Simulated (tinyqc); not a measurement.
Vacuum evaporation: vapour pressure, source flux, thickness distribution, purity and step coverage: one step, computed by the program tinyqc.

Molecular flow, unit sticking of the metal, no re-evaporation. The background gas is taken as water vapour (18.015 g/mol, collision diameter 0.37 nm) at 300 K.

Question. Rate and uniformity on a fixed wafer above the source. A small source emits (n + 1) Phi area cos^n(phi)/(2 pi) per solid angle; on a parallel plane at height h and lateral distance l the arrival rate is (n + 1) Phi area/(2 pi h^2) x (1 + (l/h)^2)^(-(n + 3)/2). Growth rate = arrival rate x m/rho, m = M u. The wafer is fixed and centred above the source.

Inputs (values chosen for the exercise, modelled on germanium, with constants for the liquid):

| quantity | value | unit |
|---|---|---|
| molar mass M | 72.63 | g/mol |
| film density rho | 5.32 | g/cm^3 |
| source temperature T | 1700 | K |
| source area | 5.7 | cm^2 |
| directionality n | 1 | - |
| source-to-wafer distance h | 17 | cm |
| wafer radius R | 7.5 | cm |

flux Phi = 1.806035e+18 1/(cm^2 s)

Constants: u = 1.6605390666e-27 kg.

Give: arrival rate at the centre; growth rate at the centre; edge over centre; non-uniformity (max - min)/(max + min); share of the material that lands on the wafer, 1 - (1 + (R/h)^2)^(-(n + 1)/2).

Answer.

arrival rate at the centre = 1.134e+16 1/(cm^2 s)

growth rate at the centre = 2.570 nm/s

edge over centre = 0.7007

non-uniformity (max - min)/(max + min) = 17.60 %

share of the material that lands on the wafer, 1 - (1 + (R/h)^2)^(-(n + 1)/2) = 16.29 %
